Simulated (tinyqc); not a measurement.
Implant damage, amorphisation by cascade overlap, and solid-phase epitaxial regrowth: one step, computed by the program tinyqc.

Range and width of the damage are inputs. Dynamic annealing enters only through the surviving share f.

Task: The amorphous layer. Displaced share x(z) = f nu Q exp(-(z - R_d)^2/(2 s_d^2))/(sqrt(2 pi) s_d N); the layer is amorphous where x > x_c, between R_d -/+ s_d sqrt(2 ln(x_max/x_c)), the upper edge being cut at the surface. Threshold dose Q_c = Q x_c/x_max.

Inputs (values chosen for the exercise, modelled on antimony ions in germanium):

| quantity | value | unit |
|---|---|---|
| atomic density N | 44.2 | 1/nm^3 |
| depth of the damage peak R_d | 17 | nm |
| width of the damage profile s_d | 8.9 | nm |
| share of defects that survive f | 0.65 | - |
| critical displaced share x_c | 0.16 | - |
| dose Q | 2.3e+15 | 1/cm^2 |

displacements per ion nu = 1030.839

Give: peak displaced share x_max; threshold dose Q_c; upper edge; lower edge.

Result:

peak displaced share x_max = 15.63

threshold dose Q_c = 2.355e+13 1/cm^2

upper edge = 0 nm

lower edge = 43.94 nm

The layer reaches the surface. Caution: x above 1 counts atoms displaced more than once.
